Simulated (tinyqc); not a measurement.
Koster-Slater impurity in a tight-binding band, by Green functions and by supercells: one step, computed by the program tinyqc.

One orbital per site, e(k) = -2 t sum cos(k_i) over 3 direction(s), band from -6 t to 6 t, lattice constant 1. One site has the extra energy U. Spin is left out.

Task: The level in the supercell. In a periodic cell of N sites along each direction with Bloch vector K, the level solves 1/U = N^-d sum_k 1/(E - e(k)), k_i = (2 pi m_i + K_i)/N, m_i = 0..N-1; the outermost root on the side of U is taken (bisection). d is the number of directions. Gamma means K_i = 0, the zone corner K_i = pi, the quarter point K_i = pi/2. The error is measured against the isolated level E_b.

Inputs (values chosen for the exercise, for a model band): hopping t = 1.2 eV; impurity potential U = -7.9 eV; supercell edge N = 2 sites.

Lattice: simple cubic.

level E_b = -9.084354 eV

Give: level at Gamma; level at the corner; level at the quarter point; error at Gamma; width between Gamma and the corner.

Result:

level at Gamma = -10.20 eV

level at the corner = -7.9 eV

level at the quarter point = -9.035 eV

error at Gamma = -1.120 eV

width between Gamma and the corner = 2.305 eV

Images turn the level into a band 2.30 eV wide; the quarter point misses the isolated level by 0.049 eV, far less than Gamma, because the leading hopping between images averages out there.
